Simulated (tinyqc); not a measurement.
Composition of the buffer: band edges of strained Si(1-x)Ge(x) on relaxed Si(1-y)Ge(y).

Values are linear in the Ge fraction but for ED(x) = linear - CD x (1 - x) and a(x) = linear - Ca x (1 - x). Energies are on the common scale of Ev.

Coherent growth on a (110) face: e_par = (a(y) - a(x))/a(x), e_perp = -(C11 + 3 C12 - 2 C44)/(C11 + C12 + 2 C44) e_par; exx = eyy = (e_par + e_perp)/2, ezz = e_par, exy = (e_perp - e_par)/2, eyz = ezx = 0.

A valley with unit axis u lies at Ev + gap + (av + a_valley) tr(e) + Xu (u.e.u - tr(e)/3); the Delta axes are x, y, z and the L axes [111], [1-1-1], [-11-1], [-1-11]. The second-order shift of the Delta valleys under shear is left out; it lowers the pair normal to the sheared plane by tens of meV at a shear of 1 %.

Valence edges: Ev plus the levels of the 6 x 6 matrix of X, Y, Z times spin with -Dso/3 + l exx + m (eyy + ezz) on the diagonal (cyclic), n exy off it, l = av + 2 b, m = av - b, n = sqrt(3) d. Spin-orbit term (Dso/3) L.sigma on X, Y, Z with (L_k)_ij = -i epsilon_kij: <X+|H|Y+> = -i Dso/3, <X+|H|Z-> = Dso/3, <Y+|H|Z-> = -i Dso/3, <Z+|H|X-> = -Dso/3, <Z+|H|Y-> = i Dso/3, <X-|H|Y-> = i Dso/3, and their conjugates; + and - are the spin along z.

Values chosen for the exercise (end members near Si and Ge, in this order; shifted at random, so the results belong to these values and not to a real crystal): a = (5.435, 5.66) angstrom (lattice constant); Dso = (0.044, 0.291) eV (spin-orbit splitting); av = (2.46, 1.25) eV (valence hydrostatic potential); b = (-2.1, -2.52) eV (tetragonal shear potential); d = (-4.78, -5.31) eV (trigonal shear potential); C11 = (165, 127.2) GPa; C12 = (63.7, 48.2) GPa; C44 = (79.2, 66) GPa; Ev = (0, 0.69) eV (top of the unstrained valence band); ED = (1.171, 0.916) eV (gap to the Delta valleys); EL = (1.979, 0.735) eV (gap to the L valleys); aD = (1.7, 1.34) eV (hydrostatic potential of the Delta gap); aL = (-2.85, -2.94) eV (hydrostatic potential of the L gap); XuD = (8.9, 9.18) eV (uniaxial potential, Delta); XuL = (16.41, 14.91) eV (uniaxial potential, L); CD = 0.202 eV (bowing of the Delta gap); Ca = 0.027 angstrom (bowing of the lattice constant); face = 110 (growth face); x = 0 (Ge fraction of the layer).

The layer is kept. dEc = Ec(buffer) - Ec(layer), dEv = Ev(layer) - Ev(buffer); buffer edges Ev(y) and Ev(y) + min(ED, EL). The digit behind Delta or L counts whole valleys.

Results:

| y | e_par (%) | lowest valleys | gap (eV) | next valleys above (meV) | valence splitting (meV) | dEc (eV) | dEv (eV) |
|---|---|---|---|---|---|---|---|
| 0.08 | 0.29 | Delta4 | 1.156 | 20 | 27 | 0.008 | -0.028 |
| 0.16 | 0.60 | Delta4 | 1.136 | 40 | 60 | 0.019 | -0.052 |
| 0.24 | 0.90 | Delta4 | 1.114 | 61 | 94 | 0.032 | -0.073 |
| 0.31 | 1.18 | Delta4 | 1.094 | 79 | 124 | 0.045 | -0.090 |
| 0.39 | 1.50 | Delta4 | 1.070 | 101 | 160 | 0.062 | -0.109 |
| 0.47 | 1.82 | Delta4 | 1.046 | 122 | 196 | 0.082 | -0.128 |
| 0.55 | 2.15 | Delta4 | 1.021 | 145 | 233 | 0.104 | -0.145 |

What does the comparison show, and why?

The gap is 1.156 eV in the first row and 1.021 eV in the last. The lowest valleys are Delta4 throughout. Per 0.1 of y the valence offset moves by -25 meV on average; the conduction offset lies between +8 and +104 meV. Electrons and holes sit on opposite sides in every row (type II). Offsets below about 30 meV are within the spread of parameter sets, so those rows do not settle the type. Strains above 2 % can be kept only in layers of a few nanometres.

Program tinyqc; command `OMP_NUM_THREADS=1 python tinyqc.py 1050802 1050803 out.jsonl`; about 0.01 s on one thread of a shared Intel(R) Xeon(R) Processor @ 2.30GHz.
